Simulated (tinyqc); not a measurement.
A clean chain and dephasing by Buettiker voltage probes: two steps of the calculation.

Sites 1 to 6 form a chain with hopping -t. Lead L joins site 1 and lead R site 6, both semi-infinite chains with hopping -t and site energy 0. Every site carries a probe with self-energy -i Gamma_p/2 that draws no net current. Linear response at zero temperature: mu_L = 1, mu_R = 0 in units of the bias.

Constants: q = 1.602176634e-19 C, h = 6.62607015e-34 J s. Results are converted to the units shown.

Problem 1. Probe potentials and effective transmission. No current into probe p: W mu = T_pL with W_pp = T_pL + T_pR + sum_q T_pq and W_pq = -T_pq. Then T_eff = T_RL + sum_p T_pR mu_p, and the resistance is (h/2q^2)/T_eff.

T_RL = 0.80631646

```
probe         T_pL         T_pR
1      0.035776645  0.028960965
2      0.033493815  0.030341546
3      0.032648455  0.032313740
4      0.032313740  0.032648455
5      0.030341546  0.033493815
6      0.028960965  0.035776645
```

T_pq (in units of 1e-3):
```
           1          2          3          4          5          6
1  0.0000000  1.2030180  1.1726547  1.1606325  1.0897960  1.0402088
2  1.2030180  0.0000000  1.2285556  1.2159603  1.1417470  1.0897960
3  1.1726547  1.2285556  0.0000000  1.2949974  1.2159603  1.1606325
4  1.1606325  1.2159603  1.2949974  0.0000000  1.2285556  1.1726547
5  1.0897960  1.1417470  1.2159603  1.2285556  0.0000000  1.2030180
6  1.0402088  1.0897960  1.1606325  1.1726547  1.2030180  0.0000000
```

Wanted: W; mu_p; T_eff; resistance.

Solution 1.

W:
```
           1          2          3          4          5          6
1   0.070404  -0.001203  -0.001173  -0.001161  -0.001090  -0.001040
2  -0.001203   0.069714  -0.001229  -0.001216  -0.001142  -0.001090
3  -0.001173  -0.001229   0.071035  -0.001295  -0.001216  -0.001161
4  -0.001161  -0.001216  -0.001295   0.071035  -0.001229  -0.001173
5  -0.001090  -0.001142  -0.001216  -0.001229   0.069714  -0.001203
6  -0.001040  -0.001090  -0.001161  -0.001173  -0.001203   0.070404
```

mu_p, probe 1 to 6: 0.54774  0.52232  0.50233  0.49767  0.47768  0.45226
T_eff = 0.90269
resistance = 14.298 kohm

Problem 2. Current at both leads. In units of (2 q^2/h) times the bias, T_RL + sum_p T_pL (1 - mu_p) leaves L and T_RL + sum_p T_pR mu_p enters R.

T_RL = 0.80631646

```
probe         T_pL         T_pR        mu_p
1      0.035776645  0.028960965  0.54773513
2      0.033493815  0.030341546  0.52232083
3      0.032648455  0.032313740  0.50232563
4      0.032313740  0.032648455  0.49767437
5      0.030341546  0.033493815  0.47767917
6      0.028960965  0.035776645  0.45226487
```

Find: current leaving L; current entering R.

Solution 2.

current leaving L = 0.9027
current entering R = 0.9027

The two are equal: the probes conserve the current.

Program tinyqc, `OMP_NUM_THREADS=1 python tinyqc.py 2700135 2700136 out.jsonl`; Intel Xeon 2.30GHz, shared host, one thread, about 0.01 s.
